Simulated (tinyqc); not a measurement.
# Worked calculation: MOS inversion layer, Poisson-Schroedinger loop

Computed by the program tinyqc: `OMP_NUM_THREADS=1 python tinyqc.py 2160048 2160049 out.jsonl`, one thread of a shared Intel Xeon 2.30GHz, about 0.4 s for the whole run. Printed values are rounded.

Electrons confined at an insulator interface at z = 0, treated as a hard wall; parabolic valleys, Hartree approximation, no image or exchange terms. The depletion charge lies far deeper than the electrons and gives a uniform field q Nd/(eps0 eps_r); the gate balances all charge. Energies are counted from the band edge at the interface.

Parameters, values chosen for the exercise; masses and permittivity close to those of gallium nitride: temperature T = 400 K; relative permittivity eps_r = 9.39; mass along z of valley set A (1 valley(s)) mz1 = 0.198 m0; in-plane density-of-states mass of set A md1 = 0.197 m0; sheet density of electrons Ns = 4.4e11 cm^-2; sheet density of depletion charge Nd = 1.9e12 cm^-2; mesh step hz = 0.86 nm; mixing factor a = 0.7.

Constants: q = 1.602176634e-19 C, kB = 1.380649e-23 J/K, hbar = 1.054571817e-34 J s, m0 = 9.1093837015e-31 kg, Vt = kB T/q, eps0 = 8.8541878128e-14 F/cm where lengths are in cm, hbar^2/(2 m0) = 0.0380998212 eV nm^2. Results are converted to the units shown.

## Fixed part of the potential

z, node 1 to 14 (nm): 0.86  1.72  2.58  3.44  4.3  5.16  6.02  6.88  7.74  8.6  9.46  10.32  11.18  12.04

V0 = q Nd z/(eps0 eps_r) in eV.

fixed potential V0, node 1 to 14 (eV): 0.031488  0.062976  0.094465  0.125953  0.157441  0.188929  0.220418  0.251906  0.283394  0.314882  0.346370  0.377859  0.409347  0.440835

## Round 1: levels and probability densities

self-consistent potential U at the start, node 1 to 14 (eV): 0  0  0  0  0  0  0  0  0  0  0  0  0  0

Tridiagonal Hamiltonian with psi = 0 one step beyond both ends: H_ii = C (1/m_(i-1/2) + 1/m_(i+1/2))/hz^2 + V0_i + U_i, H_(i,i+1) = -C/(m_(i+1/2) hz^2), C = hbar^2/(2 m0). The lowest 2 level(s) are kept, normalised to hz sum |psi|^2 = 1. The mass is the same on all intervals.

levels (eV): A1 0.147416, A2 0.255731

```
node	|psi|^2 of A1 (1/nm)	|psi|^2 of A2 (1/nm)
1	0.127185	0.116859
2	0.307305	0.151364
3	0.327362	0.021911
4	0.224213	0.034137
5	0.112765	0.180951
6	0.044536	0.255328
7	0.014386	0.207459
8	0.003906	0.118219
9	0.000909	0.051587
10	0.000184	0.018111
11	0.000033	0.005274
12	0.000005	0.001293
13	0.000001	0.000262
14	0.000000	0.000036
```

## Round 1: Fermi level and occupations

Level k holds N_k = D_k Vt ln(1 + exp((EF - E_k)/Vt)) with D = md1 m0 q/(pi hbar^2) per eV (spin included); EF is fixed by sum N_k = Ns.

EF = 0.0842035 eV
N_k (cm^-2): A1 4.20495e11, A2 1.95051e10

## Round 1: density, output potential and mixing

n_i = sum_k N_k |psi_k|^2 (converted to cm^-3). Hartree part by Gauss: on the interval before node i the electrons still beyond are S_i = Ns - hz sum_(j<i) n_j, and U_i = U_(i-1) + q S_i hz/(eps0 eps_r) in eV, U_0 = 0 at the interface. Mixing: U(new) = U + a (U(out) - U).

```
node	n (1e18 cm^-3)	U(out) (eV)	U after round 1 (eV)
1	0.55760	0.0072920	0.0051044
2	1.32173	0.0137893	0.0096525
3	1.38081	0.0184028	0.0128820
4	0.94946	0.0210483	0.0147338
5	0.50946	0.0223405	0.0156384
6	0.23707	0.0229066	0.0160346
7	0.10096	0.0231349	0.0161944
8	0.03948	0.0232192	0.0162535
9	0.01389	0.0232473	0.0162731
10	0.00431	0.0232556	0.0162789
11	0.00117	0.0232577	0.0162804
12	0.00027	0.0232582	0.0162807
13	0.00005	0.0232583	0.0162808
14	0.00001	0.0232583	0.0162808
```

## Round 2: levels and probability densities

As before.

levels (eV): A1 0.159322, A2 0.269742

```
node	|psi|^2 of A1 (1/nm)	|psi|^2 of A2 (1/nm)
1	0.136803	0.120146
2	0.319521	0.146401
3	0.327531	0.016574
4	0.216238	0.042230
5	0.105248	0.191673
6	0.040393	0.257507
7	0.012723	0.203179
8	0.003378	0.113338
9	0.000771	0.048626
10	0.000153	0.016831
11	0.000027	0.004842
12	0.000004	0.001175
13	0.000001	0.000236
14	0.000000	0.000032
```

## Round 2: Fermi level and occupations

As before.

EF = 0.0962055 eV
N_k (cm^-2): A1 4.21595e11, A2 1.84047e10

## Round 2: density, output potential and mixing

As before.

```
node	n (1e18 cm^-3)	U(out) (eV)	U after round 2 (eV)
1	0.59887	0.0072920	0.0066357
2	1.37403	0.0137305	0.0125071
3	1.38390	0.0182106	0.0166120
4	0.91942	0.0207183	0.0189230
5	0.47900	0.0219156	0.0200324
6	0.21769	0.0224302	0.0205115
7	0.09103	0.0226346	0.0207025
8	0.03510	0.0227092	0.0207724
9	0.01220	0.0227337	0.0207955
10	0.00374	0.0227409	0.0208023
11	0.00100	0.0227427	0.0208040
12	0.00023	0.0227431	0.0208044
13	0.00005	0.0227432	0.0208045
14	0.00001	0.0227432	0.0208045
```

## Course of the self-consistent loop

Start from U = 0. Stop when the largest |U(out) - U| is below 1e-7 eV, or after 120 rounds.

Course of the iteration:
```
round	level A1 (eV)	EF (eV)	largest |U(out) - U| (eV)
1	0.147416	0.0842035	0.0233
2	0.159322	0.0962055	6.46e-3
3	0.162730	0.0996379	1.81e-3
4	0.163715	0.100628	5.06e-4
5	0.164000	0.100915	1.43e-4
6	0.164083	0.100999	4.07e-5
7	0.164108	0.101023	1.17e-5
8	0.164115	0.101030	3.39e-6
9	0.164117	0.101032	9.85e-7
10	0.164117	0.101033	2.87e-7
11	0.164118	0.101033	8.39e-8
```

Converged in 11 rounds. Towards the end the residual shrinks by a factor of about 0.29 a round.

## Converged levels, occupations and centroid

converged U, node 1 to 14 (eV): 0.0072920  0.0137079  0.0181391  0.0205985  0.0217636  0.0222612  0.0224578  0.0225293  0.0225528  0.0225596  0.0225614  0.0225618  0.0225618  0.0225618

Solve for the levels with V0 + U, find EF, n_i = sum_k N_k |psi_k|^2 (in cm^-3); share of each level N_k/Ns; centroid sum n z/sum n.

levels (eV): A1 0.164118, A2 0.275248
EF = 0.101033 eV
shares (%): A1 95.8984, A2 4.1016
n, node 1 to 14 (in units of 1e18 cm^-3): 0.61468  1.39249  1.38358  0.90806  0.46833  0.21118  0.08780  0.03370  0.01167  0.00357  0.00095  0.00022  0.00004  0.00001
centroid = 2.66089 nm

An 800-node mesh to 21 nm with 8 levels a set gives A1 = 0.1658 eV, EF = 0.1027 eV and a centroid of 2.722 nm; the levels kept above hold 99.7 % of the electrons there. The coarse centroid is 2.2 % below the fine one.

## Closed-form estimates

Triangular well: E_k = a_k (C F^2/mz)^(1/3), a_1 = 2.338107, a_2 = 4.087949, C = hbar^2/(2 m0), F in eV/nm. Fang-Howard (all electrons in the lowest level of set A): b^3 = 6 (mz1/C) q (Nd + 11 Ns/32)/(eps0 eps_r), centroid 3/b, level C b^2/(4 mz1) + (3/b) q (Nd + 11 Ns/16)/(eps0 eps_r). Use F = q (Nd + Ns)/(eps0 eps_r), the surface field, and F = q (Nd + Ns/2)/(eps0 eps_r).

A1 with the surface field = 0.171011 eV
A1 with Nd + Ns/2 = 0.160117 eV
A2 with Nd + Ns/2 = 0.279949 eV
b = 1.07218 1/nm
Fang-Howard centroid = 2.79803 nm
Fang-Howard level = 0.174060 eV

Against the self-consistent A1 = 0.1658 eV on a fine mesh, the surface-field estimate is 3.1 % above it, the half-charge one 3.4 % below it and Fang-Howard 5.0 % above it. A1 holds 96.0 % of the electrons, and the Fang-Howard centroid is 2.8 % above the full one.
